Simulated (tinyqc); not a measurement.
Which input was changed? Model: solid solubility of a dopant against its melt (retrograde solidus), clustering and the electrically active fraction. Computed by tinyqc, a small Python program. Command: `OMP_NUM_THREADS=1 python tinyqc.py 3010545 3010546 out.jsonl retro which`. One thread of a shared host (Intel(R) Xeon(R) Processor @ 2.30GHz), about 0.05 s of CPU time with the checks.

Inputs (values chosen for the exercise, of the order of those of aluminium in silicon for the solubility):

| quantity | value | unit |
|---|---|---|
| melting point of the host T_m | 1687 | K |
| heat of melting of the host H_f | 50.2 | kJ/mol |
| interaction L of the melt | -4.3 | kJ/mol |
| enthalpy of transfer from melt to solid H | 0.589 | eV |
| entropy of transfer S | -1.84 | k_B |
| site density N0 | 5e+22 | 1/cm^3 |
| temperature T | 1070 | K |
| total dopant density N_t | 1.9e+21 | 1/cm^3 |
| atoms per cluster m | 4 | - |
| cluster scale N* at 1273 K | 2e+20 | 1/cm^3 |
| activation energy E_b of the cluster scale | 0.41 | eV |
| anneal temperature T_a | 1350 | K |
| mobility mu | 50 | cm^2/(V s) |

Clustering: clusters of m atoms, electrons left out.

Constants: R = 8.314462618 J/(mol K); k_B = 8.617333262e-05 eV/K; e = 1.602176634e-19 C.

Method. x_l and x_s are atom fractions of the dopant in melt and solid; the solid is dilute. Liquidus of the host: R T ln(1 - x_l) + L x_l^2 = -H_f (1 - T/T_m). Distribution: k = x_s/x_l = exp[L (1 - x_l)^2/(R T)] exp(S/k_B - H/(k_B T)), the first factor being the activity coefficient in the melt. Solubility = x_s N0; at T_m x_l = 0. A highly soluble donor (another dopant than that of the solidus) is limited by clustering. Donors N_a are active, and clusters hold m atoms each: N_t = N_a + m C, m C = N* (N_a/N*)^m, with N*(T) = N*(1273 K) exp[-(E_b/k_B)(1/T - 1/1273)]. Resistivity = 1/(e mu N_a).

Task: One of these inputs alone was changed, within the range given: interaction L of the melt (-8.6 to -2.15); entropy of transfer S (-3.68 to -0.92); heat of melting of the host H_f (25.1 to 100.4); total dopant density N_t (9.5e+20 to 3.8e+21). Which one, and to what value?

Results:

| run | active density N_a (1/cm^3) | solubility (1/cm^3) | distribution coefficient k |
|---|---|---|---|
| before | 3.890632e+20 | 1.083683e+19 | 2.631137e-04 |
| after | 4.028715e+20 | 1.083683e+19 | 2.631137e-04 |

Result:

Each candidate set to reproduce active density N_a, and what it then gives:

| candidate | range searched | value needed | solubility (1/cm^3) | distribution coefficient k |
|---|---|---|---|---|
| interaction L of the melt (kJ/mol) | -8.6 to -2.15 | no effect | - | - |
| entropy of transfer S (k_B) | -3.68 to -0.92 | no effect | - | - |
| heat of melting of the host H_f (kJ/mol) | 25.1 to 100.4 | no effect | - | - |
| total dopant density N_t (1/cm^3) | 9.5e+20 to 3.8e+21 | 2.140e21 | 1.0837e+19 | 2.6311e-04 |

Only total dopant density N_t fits every result: it went from 1.9e+21 to 2.14e21 1/cm^3. No other candidate reaches the first result within its range.

Caution: this clustering law is a generic form; degeneracy and a doping-dependent mobility are left out.
